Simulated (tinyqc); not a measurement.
Speciation in dilute and buffered hydrofluoric acid, oxide etch rate and bath loading. Changing the NH4F added. Computed by tinyqc, a small Python program. Command: `OMP_NUM_THREADS=1 python tinyqc.py 3120084 3120085 out.jsonl hfetch sweep`. One thread of a shared host (Intel(R) Xeon(R) Processor @ 2.30GHz), about 0.01 s of CPU time with the checks.

Concentrations stand for activities, NH4+ and Cl- are spectators, and water ionisation is neglected. H, F and HF2 denote the ions H+, F- and HF2-. The base temperature is 298 K.

Inputs (values chosen for the exercise, of the order of those for thermal oxide at room temperature): HF added = 0.21 mol/L; HCl added = 0 mol/L; K1 = [H][F]/[HF] = 0.000635 mol/L; K2 = [HF2]/([HF][F]) = 3.89 L/mol; K3 = [H2F2]/[HF]^2 = 2.35 L/mol; rate constant of neutral HF k_a = 13 nm L/(min mol); rate constant of HF2 k_b = 55 nm L/(min mol); activation energy = 0.43 eV; temperature error = 0.57 K; oxide removed per wafer = 12 nm.

Constants: k_B = 8.617333262e-05 eV/K.

Method:
- Fluoride balance: [HF] + [F] + 2 [HF2] + 2 [H2F2] = HF added + NH4F added. Acid balance: [H] + [HF] + [HF2] + 2 [H2F2] = HF added + HCl added. For a trial [H], [HF] = [H][F]/K1, and the fluoride balance is a quadratic in [F].
- The root is refined to 1e-13 in pH = -log10 [H].
- Rate = k_a ([HF] + 2 [H2F2]) + k_b [HF2], an empirical two-term form.
- Time = oxide/rate; a temperature error changes the rate by exp((E_a/k_B)(1/298 - 1/(298 + error))) - 1.

One run for each value:
```
NH4F added (mol/L)  etch rate (nm/min)      pH  [HF2] (mol/L)  [HF] (mol/L)
0.007                            2.831  2.1034        0.00485       0.12446
0.014                            2.926  2.2289        0.00650       0.12461
0.029                            3.128  2.4467        0.01059       0.12380
0.059                            3.522  2.7336        0.01942       0.12050
0.120                            4.266  3.0699        0.03683       0.11266
0.500                            7.395  3.9213        0.11111       0.07343
1.000                            9.167  4.4573        0.15326       0.04653
2.100                           10.402  5.0909        0.18268       0.02449
```

Give the missing row, NH4F added (mol/L) = 0.250.

Computed row:
```
NH4F added (mol/L)  etch rate (nm/min)      pH  [HF2] (mol/L)  [HF] (mol/L)
0.250                            5.605  3.4703        0.06855       0.09694
```

Interpolating between the two neighbouring rows (the first column on a logarithmic scale, the others too where they are positive) misses most in [HF] (mol/L), by 6.7 %. Over the rows, etch rate (nm/min) rises from 2.83 to 10.4 (exponent d ln y / d ln x 0.047 between the first rows and 0.17 between the last); pH rises from 2.10 to 5.09; [HF2] (mol/L) rises from 0.00485 to 0.183 (exponent d ln y / d ln x 0.42 between the first rows and 0.24 between the last).

Caution (rows 0.500, 1.00, 2.10): at ionic strengths above about 0.5 mol/L activities differ much from concentrations, so pH and rates are only indicative.
